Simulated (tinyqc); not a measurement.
# Threshold-voltage variability of a planar MOSFET, analytic estimates: effect of the gate width

Three independent sources add in quadrature: random dopants in the depleted layer, metal-gate grains of two orientations, and roughness of the two gate edges acting through the roll-off VT = VT(long) - Vr exp(-L/l). These are first-order estimates: no three-dimensional electrostatics, no percolation.

ni = sqrt(Nc Nv) exp(-Eg/(2 Vt)), Eg in volts; Cox = 3.9 eps0/ti; Wd = sqrt(4 eps0 eps_r Vt ln(Na/ni)/(q Na)); dopants: s1 = (q/Cox) sqrt(Na Wd/(3 L W)). Grains: Ng = L W/G^2 (at least 1), s2 = dW sqrt(p (1 - p)/Ng). Edges, with exponential correlation and u = W/La: the mean gate length has sL^2 = 2 De^2 (2/u)[1 - (1 - exp(-u))/u]; s3 = sL (Vr/l) exp(-L/l). s = sqrt(s1^2 + s2^2 + s3^2). l and Vr are held fixed.

Values chosen for this exercise; material values close to those of silicon: temperature T = 273 K; band gap Eg = 1.11 eV; relative permittivity of the semiconductor eps_r = 11.8; conduction-band density of states at T Nc = 2.41e19 cm^-3; valence-band density of states at T Nv = 2.29e19 cm^-3; channel doping Na = 4e18 cm^-3; oxide-equivalent thickness in inversion ti = 1.1 nm; gate length L = 90 nm; metal grain size G = 7 nm; work-function difference of the two grain orientations dW = 0.2 eV; share of the orientation of higher work function p = 0.3; rms roughness of one gate edge De = 1.8 nm; correlation length of the roughness La = 20 nm; decay length of the threshold roll-off l = 16 nm; prefactor of the roll-off Vr = 1.2 V.

Constants: q = 1.602176634e-19 C, kB = 1.380649e-23 J/K, Vt = kB T/q, eps0 = 8.8541878128e-14 F/cm where lengths are in cm. Results are converted to the units shown.

Effect of the gate width:
```
W (nm)	s1 (mV)	s2 (mV)	s3 (mV)	s (mV)	s sqrt(L W) (mV um)
130	7.370	5.931	0.3514	9.467	1.024
220	5.665	4.559	0.2799	7.277	1.024
350	4.491	3.615	0.2260	5.770	1.024
570	3.520	2.833	0.1792	4.521	1.024
930	2.755	2.218	0.1413	3.540	1.024
1500	2.170	1.746	0.1117	2.787	1.024
2500	1.681	1.353	0.08675	2.159	1.024
4000	1.329	1.069	0.06868	1.707	1.024
```

What does the comparison show?

As W goes from 130 to 4000 nm, s falls from 9.47 to 1.71 mV. The dopants are the largest source in the first and the last row. The product s sqrt(L W) stays near 1.02 mV um: s1 and s2 count independent dopants and grains, so they go as 1/sqrt(L W), and s3 is too small to matter.

Numbers from tinyqc (`OMP_NUM_THREADS=1 python tinyqc.py 2090051 2090052 out.jsonl`; about 0.01 s on one thread of a shared Intel Xeon 2.30GHz).
